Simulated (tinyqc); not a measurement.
# Changing the atoms per cluster m

Model: solid solubility of a dopant against its melt (retrograde solidus), clustering and the electrically active fraction. Computed by tinyqc, a small Python program. Command: `OMP_NUM_THREADS=1 python tinyqc.py 3013055 3013056 out.jsonl retro sweep`. One thread of a shared host (Intel(R) Xeon(R) Processor @ 2.30GHz), about 0.01 s of CPU time with the checks.

Inputs (values chosen for the exercise):
```
quantity                                      value        unit
total dopant density N_t                    4.2e+20      1/cm^3
cluster scale N* at 1273 K                  3.2e+20      1/cm^3
activation energy E_b of the cluster scale     0.54          eV
anneal temperature T_a                         1250           K
mobility mu                                      85  cm^2/(V s)
```

Clustering: clusters of m atoms, electrons left out.

Constants: k_B = 8.617333262e-05 eV/K; e = 1.602176634e-19 C.

Method. A highly soluble donor (another dopant than that of the solidus) is limited by clustering. Donors N_a are active, and clusters hold m atoms each: N_t = N_a + m C, m C = N* (N_a/N*)^m, with N*(T) = N*(1273 K) exp[-(E_b/k_B)(1/T - 1/1273)]. Resistivity = 1/(e mu N_a).

One run for each value:
```
atoms per cluster m  active density N_a (1/cm^3)  active fraction
2                                     2.3349e+20          0.55592
3                                     2.4592e+20          0.58552
4                                     2.5381e+20          0.60431
5                                     2.5932e+20          0.61744
6                                     2.6341e+20          0.62717
```

Describe the trends.

Over the rows, active density N_a (1/cm^3) rises from 2.33e20 to 2.63e20 (exponent d ln y / d ln x 0.13 between the first rows and 0.086 between the last); active fraction rises from 0.556 to 0.627 (exponent d ln y / d ln x 0.13 between the first rows and 0.086 between the last).

Caution (all rows): this clustering law is a generic form; degeneracy and a doping-dependent mobility are left out.
